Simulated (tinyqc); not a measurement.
Comparisons within one model: deformation potentials from a strained empirical pseudopotential. A value that a table varies takes the place of the one given here.

Diamond lattice, no spin-orbit coupling. Atomic form factor V(q) = a1 (q^2 - a2)/(a3 exp(a4 q^2) - 1) in rydberg with q in 1/bohr, for the unstrained cell. Under a strain e the reciprocal vectors and k go over into (1 + e)^(-1) G, the atoms sit at +/- tau with tau = (1 + e) a (1,1,1)/8 - zeta a (eyz, ezx, exy)/4, and H(G,G') = c |k + G|^2 delta + (V(q)/det(1 + e)) cos(q.tau), q = G - G', with the term q = 0 left out; c = hbar^2/2m0. The basis is fixed before straining: all G with |k + G|^2 up to 16 (2 pi/a)^2. k is given in units of 2 pi/a of the unstrained cell.

Constants: hbar^2/2m0 = 3.80998211 eV angstrom^2; Ry = 13.60569312 eV; a0 (Bohr radius) = 0.5291772105 angstrom.

Inputs chosen for the exercise (a germanium-sized cell with gaps well above those of Ge; the results hold for these values, not for the real material):
- a = 5.654 angstrom (lattice constant)
- A = (0.398, 2.41, 2.058, 0.45) (a1 (Ry bohr^2), a2 (1/bohr^2), a3, a4 (bohr^2))
- h = 0.001 (size of the test strain)
- kD = 0.82 2 pi/a (position of the Delta minimum)
- a1 = 0.398
- a2 = 2.41
- a3 = 2.058
- a4 = 0.45

## The internal displacement

Xu of L (level 5, the lowest empty one) and d from exy = eyz = ezx = h for several zeta: Xu = [E(L [111]) - E(L [1-1-1])]/((8/3) h), d = (single valence level - pair)/(3 sqrt(3) h). zeta = 0 strains the bonds with the lattice; zeta = 1 keeps all four bond lengths equal to first order.

Results:
```
zeta  Xu (L) (eV)  d (eV)
0.00         9.06    1.90
0.25        10.21   -0.50
0.50        11.37   -2.89
0.60        11.83   -3.84
0.75        12.53   -5.28
1.00        13.69   -7.67
```

From zeta = 0 to 1, d goes from 1.90 to -7.67 eV and Xu (L) from 9.06 to 13.69 eV, both nearly linearly: the displacement is an optical-phonon mode, and d = d(0) - zeta d0/4 gives its deformation potential d0 = 38 eV. Leaving the relaxation out (zeta = 0 for 0.5) moves d by +4.78 eV, which reverses its sign, and Xu (L) by -2.31 eV. Tetragonal strain has no such freedom.

## Size of the test strain

e = diag(-h/2, -h/2, h). Xu = [E(Delta z) - E(Delta x)]/(1.5 h) at fixed kD, b = [E(Z) - E(X, Y)]/(4.5 h); one-sided from +h alone, central from +h and -h.

Results (eV):
```
h       Xu one-sided  Xu central  b one-sided  b central
0.0010         7.824       7.827       -2.986     -2.982
0.0025         7.819       7.827       -2.991     -2.982
0.0050         7.811       7.827       -2.999     -2.983
0.0100         7.796       7.828       -3.016     -2.983
0.0200         7.768       7.831       -3.049     -2.983
0.0300         7.742       7.836       -3.082     -2.984
```

From h = 0.001 to 0.03 the one-sided Xu drifts by -0.082 eV and the central one by +0.009 eV; for b the drifts are -0.097 and -0.001 eV. The central difference cancels the term of second order in the strain, so its error goes as h^2. At h = 0.02 the linear law errs by 0.7 % for the valley splitting and 2.2 % for the valence splitting.

## What each parameter of the potential does

Gaps from the valence top to level 5 at Gamma and level 5 at (kD,0,0) and L, and their deformation potentials [E(+h) - E(-h)]/(3 ln((1 + h)/(1 - h))) for e = +/- h 1, h = 0.002. The row for the lattice constant keeps V(q) without the volume factor, so it is not a strain. Each row changes one parameter from the base and keeps the others.

Results:
```
case                Gamma (eV)  Delta (eV)  L (eV)  potential Gamma (eV)  potential Delta (eV)  potential L (eV)
base                     1.769       1.311   1.228                 -9.06                  0.80             -2.99
a = 5.711 angstrom       1.564       1.544   1.279                 -9.24                  0.48             -3.20
a1 = 0.402               1.793       1.382   1.276                 -9.15                  0.77             -3.03
a2 = 2.434               1.630       1.373   1.211                 -9.11                  0.73             -3.03
a3 = 2.037               1.792       1.410   1.292                 -9.16                  0.77             -3.03
a4 = 0.446               1.820       1.372   1.279                 -9.18                  0.72             -3.07
```

The largest shifts from the base row, up to three for each result and ties (the steps differ in size, so this ranks the rows, not the parameters). Gamma (eV): a -0.205, a2 -0.139, a4 +0.051. Delta (eV): a +0.233, a3 +0.099, a1 +0.071. L (eV): a3 +0.063, a +0.051, a4 +0.050. potential Gamma (eV): a -0.18, a4 -0.12, a3 -0.10. potential Delta (eV): a -0.31, a4 -0.07, a2 -0.07. potential L (eV): a -0.21, a4 -0.08, a2 -0.04, a1 -0.04, a3 -0.04.

tinyqc: `OMP_NUM_THREADS=1 python tinyqc.py 1880215 1880216 out.jsonl`; about 0.2 s, one thread, shared Intel(R) Xeon(R) Processor @ 2.30GHz.
